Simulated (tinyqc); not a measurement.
Inside a calculation. Model: input admittance of a MOSFET at zero drain bias: distributed channel and distributed gate.

Computed by the program tinyqc: `OMP_NUM_THREADS=1 python tinyqc.py 2262099 2262100 out.jsonl`, one thread of a shared Intel Xeon 2.30GHz, about 0.01 s for the whole run. Printed values are rounded.

Source and drain grounded, strong inversion, w = 2 pi f, Cox = eps0 eox/tox. The channel is an RC line of resistance 1/(mu Cox Vo) per square fed from both ends, so one finger has the intrinsic admittance y = i w Cox L tanh(g)/g per width, g = (1/2) sqrt(i w tau), tau = L^2/(mu Vo). The vertical resistance rv/L is in series with y, the overlaps 2 i w Cov in parallel: y_t = 1/(1/y + rv/L) + 2 i w Cov. The gate strip is a line of Rsh/L per length loaded by y_t, so a finger has Y = y_t Wf tanh(k)/k, k = (Wf/sd) sqrt(y_t Rsh/L); the device has Nf Y.

Inputs (values chosen for the exercise); values of the order met in silicon radio-frequency transistors:
- eox = 3.9 (relative permittivity of the gate insulator (close to silicon dioxide))
- tox = 3.8 nm (insulator thickness)
- L = 0.14 um (channel length)
- Wf = 11 um (finger width)
- Nf = 64 (number of fingers)
- mu = 230 cm^2/(V s) (channel mobility)
- Vo = 0.58 V (gate overdrive)
- Rsh = 14 ohm/square (sheet resistance of the gate)
- rv = 0 ohm um^2 (vertical resistivity of the gate stack)
- sd = 1 (number of ends at which a finger is contacted)
- Cov = 0.38 fF/um (overlap and fringe capacitance on each side)
- f = 8.7 GHz (frequency)

Constants: eps0 = 8.8541878128e-14 F/cm where lengths are in cm. Results are converted to the units shown.

## Low-frequency resistances and capacitance

Low-frequency limits, with c = Cox L and ct = c + 2 Cov: R_strip = Rsh Wf/(3 sd^2 L Nf), R_ch = (c/ct)^2 L/(12 mu Cox Vo Wf Nf), R_vert = (c/ct)^2 rv/(L Wf Nf), C = ct Wf Nf.

parts (ohm): strip 5.72917, channel 0.0535757, vertical 0
sum = 5.78274 ohm
C = 1430.67 fF
1/(2 pi R C) = 19.2374 GHz

The strip term is the largest, 99.1 % of the sum.

## Admittance of the channel and stack per width

tau, g, c = Cox L, y and y_t as defined.

tau = 1.46927 ps
g = 0.100197+0.100197i
c = 1.27221 fF/um
y = 0.4654+69.5398i uS/um
y_t = 0.465+111.084i uS/um

w tau = 0.0803, and Im y is 1.00 of w c.

## Input impedance of the device

k and Y as defined; Z = 1/(Nf Y) = R + 1/(i w C); Q = |Im Z|/R; signal at the point farthest from a contact |1/cosh k|.

k = 0.821512+0.818077i
Nf Y = 27.3071+63.4941i mS
R = 5.71616 ohm
C = 1376.38 fF
Q = 2.32519
signal at the far point = 0.874242

R is 1.2 % below its low-frequency limit and C is 3.8 % below its own.
